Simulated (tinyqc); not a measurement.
# Input admittance of a MOSFET at zero drain bias: distributed channel and distributed gate, step by step

Computed by the program tinyqc: `OMP_NUM_THREADS=1 python tinyqc.py 2262208 2262209 out.jsonl`, one thread of a shared Intel Xeon 2.30GHz, about 0.01 s for the whole run. Printed values are rounded.

Source and drain grounded, strong inversion, w = 2 pi f, Cox = eps0 eox/tox. The channel is an RC line of resistance 1/(mu Cox Vo) per square fed from both ends, so one finger has the intrinsic admittance y = i w Cox L tanh(g)/g per width, g = (1/2) sqrt(i w tau), tau = L^2/(mu Vo). The vertical resistance rv/L is in series with y, the overlaps 2 i w Cov in parallel: y_t = 1/(1/y + rv/L) + 2 i w Cov. The gate strip is a line of Rsh/L per length loaded by y_t, so a finger has Y = y_t Wf tanh(k)/k, k = (Wf/sd) sqrt(y_t Rsh/L); the device has Nf Y.

Inputs (values chosen for the exercise); values of the order met in silicon radio-frequency transistors:
```
symbol,value,unit,meaning
eox,25.2,,relative permittivity of the gate insulator (close to zirconium oxide)
tox,20,nm,insulator thickness
L,1.9,um,channel length
Wf,5.1,um,finger width
Nf,16,,number of fingers
mu,210,cm^2/(V s),channel mobility
Vo,0.8,V,gate overdrive
Rsh,17,ohm/square,sheet resistance of the gate
rv,0,ohm um^2,vertical resistivity of the gate stack
sd,1,,number of ends at which a finger is contacted
Cov,0.33,fF/um,overlap and fringe capacitance on each side
f,1.2,GHz,frequency
```

Constants: eps0 = 8.8541878128e-14 F/cm where lengths are in cm. Results are converted to the units shown.

## Low-frequency resistances and capacitance

Low-frequency limits, with c = Cox L and ct = c + 2 Cov: R_strip = Rsh Wf/(3 sd^2 L Nf), R_ch = (c/ct)^2 L/(12 mu Cox Vo Wf Nf), R_vert = (c/ct)^2 rv/(L Wf Nf), C = ct Wf Nf.

parts (ohm): strip 0.950658, channel 9.73691, vertical 0
sum = 10.6876 ohm
C = 1783.53 fF
1/(2 pi R C) = 8.34953 GHz

The channel term is the largest, 91.1 % of the sum.

## Admittance of the channel and stack per width

tau, g, c = Cox L, y and y_t as defined.

tau = 214.881 ps
g = 0.450023+0.450023i
c = 21.1969 fF/um
y = 21.020+156.417i uS/um
y_t = 21.020+161.393i uS/um

w tau = 1.62, and Im y is 0.979 of w c.

## Input impedance of the device

k and Y as defined; Z = 1/(Nf Y) = R + 1/(i w C); Q = |Im Z|/R; signal at the point farthest from a contact |1/cosh k|.

k = 0.146234+0.128423i
Nf Y = 1.8763+13.1244i mS
R = 10.6748 ohm
C = 1776.25 fF
Q = 6.99477
signal at the far point = 0.997442

R is 0.12 % below its low-frequency limit and C is 0.41 % below its own.
